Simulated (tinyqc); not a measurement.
# Narrowing from the saturation current

Problem. A uniform n-type emitter has J0 = (q p0 D/L)(s + tanh(W/L))/(1 + s tanh(W/L)), D = mup Vt, s = S L/D, and p0 = (ni^2/N) exp(dE_app/kB T), where dE_app = dEg + kB T ln[(N/Nc) exp(-eta)]. Find p0, dE_app and dEg.

Inputs (values chosen for the exercise); band and dielectric values close to those of silicon: temperature T = 400 K; conduction-band density of states at 400 K Nc = 4.26e19 cm^-3; ionised donor density N = 7.2e19 cm^-3; minority-hole mobility mup = 120 cm^2/(V s); emitter width W = 660 nm; recombination velocity at the contact S = 2.6e5 cm/s.

Constants: q = 1.602176634e-19 C, kB = 1.380649e-23 J/K, Vt = kB T/q. Results are converted to the units shown.

J0 = 2.5031658e7 fA/cm^2
L = 646.30948 nm
ni = 3.1914874e12 cm^-3
converged eta = 1.1089083

Answer. J0 gives p0, its ratio to ni^2/N gives dE_app, and the degeneracy term is taken off.

p0 = 2.086e6 cm^-3
dE_app = 92.75 meV
dEg = 112.9 meV

Computed by the program tinyqc: `OMP_NUM_THREADS=1 python tinyqc.py 2330007 2330008 out.jsonl`, one thread of a shared Intel Xeon 2.30GHz, about 0.01 s for the whole run.
